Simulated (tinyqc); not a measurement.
IGBT as a p-i-n diode in series with a MOS channel, on-state and switching loss: one step of the calculation.

High injection (n = p) in a drift layer from x = -W/2 (anode) to +W/2 (cathode side), recombination only in the layer with lifetime tau, ideal emitters. The channel feeds the cathode side and carries the whole current. Auger recombination, carrier-carrier scattering, emitter losses and the carrier dip under the p body are left out.

Problem. On-state voltage. n(x) = (tau J/(2 q La))[cosh(x/La)/sinh y - B sinh(x/La)/cosh y]. Vm = Vt [(8 b/(b + 1)^2)(sinh y/s) arctan(s sinh y) + B ln((1 + B tanh^2 y)/(1 - B tanh^2 y))], s = sqrt(1 - B^2 tanh^2 y); Vj = Vt ln(n(-W/2) n(W/2)/ni^2), ni = sqrt(Nc Nv) exp(-Eg/(2 Vt)), Eg in volts; Vc = J Rch; Von = Vm + Vj + Vc.

Values chosen for this exercise; material values close to those of silicon: temperature T = 300 K; band gap Eg = 1.13 eV; conduction-band density of states at T Nc = 2.76e19 cm^-3; valence-band density of states at T Nv = 2.63e19 cm^-3; high-injection lifetime tau = 1 us; current density J = 50 A/cm^2; channel and accumulation resistance Rch = 3.7 mohm cm^2.

Constants: q = 1.602176634e-19 C, kB = 1.380649e-23 J/K, Vt = kB T/q. Results are converted to the units shown.

b = 2.9166667
B = 0.48936170
La = 42.990033 um
y = 1.2793663

Wanted: Vm; Vj; Vc; Von.

Solution.

Vm = 0.080195 V
Vj = 0.79271 V
Vc = 0.18500 V
Von = 1.0579 V

Vm does not depend on J, since the carrier density grows with it. Junctions, layer and channel take 75, 7.6 and 17 % of Von.

tinyqc, about 0.01 s, one thread, Intel Xeon 2.30GHz (shared host): `OMP_NUM_THREADS=1 python tinyqc.py 2590152 2590153 out.jsonl`
